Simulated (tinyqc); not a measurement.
Off-state leakage of single and stacked transistors: course of the iteration.

n-channel devices of unit width. Subthreshold current I(Vg, Vs, Vd) = I0 (T/300 K)^0.5 exp[(Vg - Vs - VT(T) - gb (Vs - Vb) + dd (Vd - Vs))/(nf Vt)] (1 - exp(-(Vd - Vs)/Vt)), VT(T) = VT - cT (T - 300 K). Gate-edge tunnelling Ig (Vd/1 V) exp(ag (Vd - 1 V)), for a gate at 0 V, and band-to-band leakage Ab u exp(-Bb/u), u = Vd - Vb + 1 V, flow at a drain held at V; both are taken as independent of T. In a stack of off transistors (all gates at 0 V) the same subthreshold current passes through each.

Start: Vx = dd V/(1 + gb + 2 dd), the solution for Vx well above Vt, rounded to three decimals.

Stack of two, Vx the node between them: I_low = I(0, 0, Vx), I_up = I(0, Vx, V), f = ln(I_up/I_low), f' = -(1 + gb + 2 dd)/(nf Vt) - 1/(Vt (exp(Vx/Vt) - 1)) - 1/(Vt (exp((V - Vx)/Vt) - 1)), Vx(new) = Vx - f/f'.

Stop when the step is below 1e-11 V, or after 40 iterations.

Inputs (values chosen for the exercise); values of the order met in bulk silicon logic transistors:
```
symbol  value   unit                                             meaning
T         300      K                                         temperature
V           1      V                                      supply voltage
VT       0.33      V        threshold at 300 K, zero drain and body bias
cT        0.6   mV/K              fall of the threshold with temperature
I0       0.12  uA/um                       current at threshold at 300 K
nf       1.47                                               slope factor
dd        0.1                            drain-induced lowering per volt
gb       0.21         rise of the threshold per volt of source-body bias
Vb       -0.3      V                                        body voltage
```

Constants: q = 1.602176634e-19 C, kB = 1.380649e-23 J/K, Vt = kB T/q. Results are converted to the units shown.

Course of the iteration:

| iteration | Vx before the step (V) | step (V) |
|---|---|---|
| 1 | 0.071 | 1.60e-3 |
| 2 | 0.0725951 | 3.44e-6 |
| 3 | 0.0725986 | 1.53e-11 |
| 4 | 0.0725986 | < 1e-15 |

Did this iteration meet its convergence test, and what does its course show?

Yes. Converged in 4 iterations. The subthreshold current of the stack is 0.004405 nA/um, 12.2 times less than that of one transistor (the drain leakage is unchanged); the estimate exp[dd V (1 + gb + dd)/((1 + gb + 2 dd) nf Vt)] gives 11.5.

Program tinyqc, `OMP_NUM_THREADS=1 python tinyqc.py 2242110 2242111 out.jsonl`; Intel Xeon 2.30GHz, shared host, one thread, about 0.04 s.
